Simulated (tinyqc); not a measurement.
Deep-level transient spectroscopy (DLTS) of one majority-carrier trap: one step, computed by the program tinyqc. Command: `OMP_NUM_THREADS=1 python tinyqc.py 3022714 3022715 out.jsonl dlts walk`. One thread of a shared host (Intel(R) Xeon(R) Processor @ 2.30GHz), about 0.06 s of CPU time with the checks.

A filling pulse loads the traps in a one-sided junction; under reverse bias they empty at the rate e, and the capacitance relaxes as C(t) = C_0 - dC exp(-e t). The signal is S = [C(t_2) - C(t_1)]/dC.

Question. Peak temperature and width. e = g sigma v N_b exp(-E/k_B T), v = sqrt(3 k_B T/m), N_b = 2 M (2 pi m k_B T/h^2)^(3/2), sigma = sigma_0, E = E_t. S(e) = exp(-e t_1) - exp(-e t_2) peaks at the rate window e_0 = ln(t_2/t_1)/(t_2 - t_1). T_p solves e(T) = e_0 (bisection between 15 and 1500 K); the half-height points solve S = S_max/2 on either side.

Inputs (values chosen for the exercise, with mass and screening modelled on GaN):

| quantity | value | unit |
|---|---|---|
| density-of-states mass m | 0.203 | m_0 |
| valleys M | 1 | - |
| trap depth E_t | 0.937 | eV |
| cross-section sigma_0 | 2.7e-16 | cm^2 |
| degeneracy ratio g | 2 | - |
| gate time t_1 | 0.006 | s |
| ratio t_2/t_1 | 10 | - |
| temperature T | 453 | K |

Carriers: electrons. Extra term: none.

rate window e_0 = 42.64046 1/s

peak height S_max = 0.6968373

Constants: k_B = 8.617333262e-05 eV/K; k_B = 1.380649e-23 J/K; m_0 = 9.1093837015e-31 kg; h = 6.62607015e-34 J s.

Give: peak temperature T_p; lower half-height point; upper half-height point; full width.

Answer.

peak temperature T_p = 506.07 K

lower half-height point = 473.37 K

upper half-height point = 538.45 K

full width = 65.083 K

The width is 12.9 % of T_p, and E_t is 21.5 k_B T_p.
